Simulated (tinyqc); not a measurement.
Inside a calculation. Model: stacked nanosheet transistor, parasitic resistance, capacitance and delay.

Computed by the program tinyqc: `OMP_NUM_THREADS=1 python tinyqc.py 2170161 2170162 out.jsonl`, one thread of a shared Intel Xeon 2.30GHz, about 0.09 s for the whole run. Printed values are rounded.

Ns sheets share one contact on top; each has perimeter p = 2 (Ws + ts) and cross-section A = Ws ts; contact width Wc = Ws + 10 nm, stack height Hs = Ns pv. Sheet 1 is the top one. Contact length Lc = CPP - Lg - 2 Lsp, shared by two neighbouring gates. Source and drain sides are equal. The formulas are first-order estimates, not field solutions.

Values chosen for this exercise; values close to those of silicon logic devices:
```
symbol,value,unit,meaning
T,300,K,temperature
Ns,3,,number of sheets
Ws,15,nm,sheet width
ts,6,nm,sheet thickness
pv,18,nm,vertical pitch of the sheets
rv,168,ohm,vertical resistance between sheet levels
CPP,48,nm,contacted gate pitch
Lg,18,nm,gate length
Lsp,4,nm,spacer length
ks,4.5,,relative permittivity of the spacer
Hc,15,nm,gate height above the channel stack
rc,5.3e-10,ohm cm^2,contact resistivity
re,0.0003,ohm cm,resistivity of the source-drain epitaxy
te,30,nm,current-carrying depth of the epitaxy
rx,0.0019,ohm cm,resistivity of the extension
Lov,1,nm,gate overlap
Cinv,3.2,uF/cm^2,inversion capacitance
vx,1e7,cm/s,injection velocity
mu,160,cm^2/(V s),apparent mobility
VT,0.24,V,threshold at zero drain voltage
dl,0.071,V/V,barrier lowering
n,1.24,,subthreshold factor
Cw,0.06,fF,wire load
Vdd,0.7,V,supply voltage
```

Constants: q = 1.602176634e-19 C, kB = 1.380649e-23 J/K, eps0 = 8.8541878128e-12 F/m, Vt = kB T/q. Results are converted to the units shown.

## Geometry and resistances

Epitaxy sheet resistance Rsh = re/te, transfer length LT = sqrt(rc/Rsh), contact Rc = [sqrt(rc Rsh)/Wc] coth(Lc/(2 LT)); extension of one sheet Rx = rx Lsp/A. Effective width N p; for equal currents and rv = 0 one side has Rc + Rx/N.

Lc = 22 nm
effective width = 126 nm
Rsh = 100 ohm
LT = 23.02173 nm
Rc = 207.1755 ohm
Rx = 844.4444 ohm
one side times effective width = 61.57077 ohm um

Lc/2 is 0.48 transfer lengths, and Rc is 7.5 % above the area limit rc/(Wc Lc/2). The contact makes up 42.4 % of one side.

## Capacitances

With N sheets: gate Cg = Cinv p N Lg; per side, plate Cp = ks eps0 [Wc (Hs + Hc) - N A]/Lsp, top fringe Cf = (2/pi) ks eps0 Wc ln(1 + Lg/(2 Lsp)), overlap Co = Cinv p N Lov. Cs = Cp + Cf + Co. An inverter of two such devices driving an equal one has the load CL = 2 (Cg + 2 Cs) + 4 Cs + Cw (its own drains counted twice for the Miller effect).

Cg = 72.57600 aF
Cp = 14.49320 aF
Cf = 0.7474258 aF
Co = 4.032 aF
CL = 359.3330 aF

The channel capacitance gives 40.4 % of CL, the parasitic parts 42.9 % and the wire 16.7 %.

## Iteration 1: sheet currents at Vgs = Vdd, Vds = Vdd/2

I at the start (uA): sheet 1 0, sheet 2 0, sheet 3 0

One sheet: I = p Q vx u/(1 + |u|^1.8)^(1/1.8), Q = Cinv n Vt ln(1 + exp((Vg' - VT + dl Vd')/(n Vt))), u = Vd' mu/(vx Lg), Vg' = Vgs - v, Vd' = Vds - 2 v, with the drop on each side v_j = Rc sum I + rv (sum over levels k = 2..j of the current of sheets k..Ns) + Rx I_j. I(new) = I(out).

drop v (mV): sheet 1 0, sheet 2 0, sheet 3 0
I(out) (uA): sheet 1 60.89683, sheet 2 60.89683, sheet 3 60.89683
I after iteration 1 (uA): sheet 1 60.89683, sheet 2 60.89683, sheet 3 60.89683

## Iteration 2: sheet currents at Vgs = Vdd, Vds = Vdd/2

As before.

drop v (mV): sheet 1 89.27298, sheet 2 109.7343, sheet 3 119.9650
I(out) (uA): sheet 1 41.57146, sheet 2 35.23938, sheet 3 31.46044
I after iteration 2 (uA): sheet 1 41.57146, sheet 2 35.23938, sheet 3 31.46044

## Course of the iteration: sheet currents at Vgs = Vdd, Vds = Vdd/2

Stop when the largest change of I is below 1e-6 uA, or after 80 iterations.

Course of the iteration:

| iteration | total I (uA) | largest \|change\| of one entry (uA) |
|---|---|---|
| 1 | 182.6905 | 60.9 |
| 2 | 108.2713 | 29.4 |
| 3 | 145.1227 | 16.1 |
| 4 | 128.4958 | 7.48 |
| 5 | 136.3990 | 3.65 |
| 6 | 132.7169 | 1.71 |
| 7 | 134.4533 | 0.812 |
| 8 | 133.6380 | 0.382 |
| 9 | 134.0218 | 0.180 |
| ... | ... | ... |
| 18 | 133.8989 | 2.04e-4 |
| 19 | 133.8991 | 9.61e-5 |
| 20 | 133.8990 | 4.52e-5 |
| 21 | 133.8991 | 2.13e-5 |
| 22 | 133.8991 | 1.00e-5 |
| 23 | 133.8991 | 4.72e-6 |
| 24 | 133.8991 | 2.22e-6 |
| 25 | 133.8991 | 1.04e-6 |
| 26 | 133.8991 | 4.92e-7 |

Converged in 26 iterations. At the end each change is about 0.47 times the one before: linear convergence. The bottom sheet carries 90.4 % of the current of the top one.

## Effective current, delay and energy

IH = I(Vdd, Vdd/2) = 133.8991 uA
IL = I(Vdd/2, Vdd), solved likewise = 50.06769 uA

Ieff = (IH + IL)/2, delay CL Vdd/(2 Ieff), energy CL Vdd^2, with CL the load of an inverter that drives an equal one.

Ieff = 91.98338 uA
delay = 1.367275 ps
energy = 176.0732 aJ

Without any series resistance Ieff would be 123 uA, so the resistances cost 25.2 %.
